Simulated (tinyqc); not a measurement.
Rise against time: self-heating of a transistor with one or more fingers, with temperature-dependent conductivity. Computed by tinyqc, a small Python program. Command: `OMP_NUM_THREADS=1 python tinyqc.py 3019772 3019773 out.jsonl selfheat walk`. One thread of a shared host (Intel(R) Xeon(R) Processor @ 2.30GHz), about 0.08 s of CPU time with the checks.

N long parallel fingers lie on the top face of a slab whose bottom is held at T_0; the top is otherwise insulated, and heat flows in two dimensions. P in W/mm is 1000 P in W/m.

Inputs (values chosen for the exercise, modelled on gallium oxide):
```
quantity                                      value           unit
conductivity at the base temperature kappa_0   22.6        W/(m K)
power per gate width P                         0.25           W/mm
fingers N                                         4              -
finger pitch s                                  9.3     micrometre
width of the heat source w                     0.85     micrometre
substrate thickness t                            41     micrometre
heat capacity C                                3.38  1e6 J/(m^3 K)
pulse length                                    0.1    microsecond
```

Power: power rises with temperature.

Method:
- A line source of power P on the top face raises the top at distance x by (P/(pi kappa_0)) g(x), g(x) = -ln tanh(pi x/(4 t)) (the image sum for the slab). On a strip of width w the centre sees the mean of g over the strip, g_0 = 1 + ln(8 t/(pi w)) for w much below t.
- theta_i = (P/(pi kappa_0)) [g_0 + sum over j != i of g(|i - j| s)], with equal powers and constant conductivity; thermal resistance = largest theta/P.
- After switching on, theta(tau) = (P D/kappa_0) int_0^tau X(u) Z(u) du at the hottest finger, D = kappa_0/C; X = sum over fingers at distance x of [erf((x + w/2)/r) - erf((x - w/2)/r)]/(2 w), Z = sum_(j=-200..200) (-1)^j exp(-(2 j t/r)^2)/sqrt(pi D u), r = 2 sqrt(D u); trapezoid rule on 300 points evenly spaced in ln u from u_0 = 1e-3 min(tau, w^2/D) to tau, plus the exact piece 2 sqrt(u_0/(pi D))/w below u_0. Conductivity and power are held at their base values here, and Fourier's law is used even where the diffusion length is near a phonon free path.

diffusivity D = 6.68639 micrometre^2/microsecond

theta of each finger (K): 32.8710  36.4617  36.4617  32.8710

largest theta = 36.4617 K

Heating curve:
```
time (microsecond)  sqrt(D time) (micrometre)  rise (K)  share of the steady rise
2.50e-04                             0.040885    0.6004                   0.01647
0.0025                                0.12929    1.8942                   0.05195
0.025                                 0.40885    4.9615                    0.1361
0.25                                   1.2929    8.8788                    0.2435
2.5                                    4.0885    13.404                    0.3676
13                                     9.3233    19.903                    0.5459
50                                     18.284    27.806                    0.7626
150                                    31.670     34.09                     0.935
380                                    50.407    36.288                    0.9952
```

What does the comparison show, and why?

Half the steady rise is reached between 2.5 and 13 microseconds, and the last row holds 99.5 % of it; the slowest time constant is 4 t^2/(pi^2 D) = 102 microseconds. While the diffusion length lies between w and the pitch or thickness, the rise grows as the logarithm of time; once it nears the pitch of 9.3 micrometre the neighbours add their heat.

Extremes, crossings and ranges named in words are read from the listed rows.
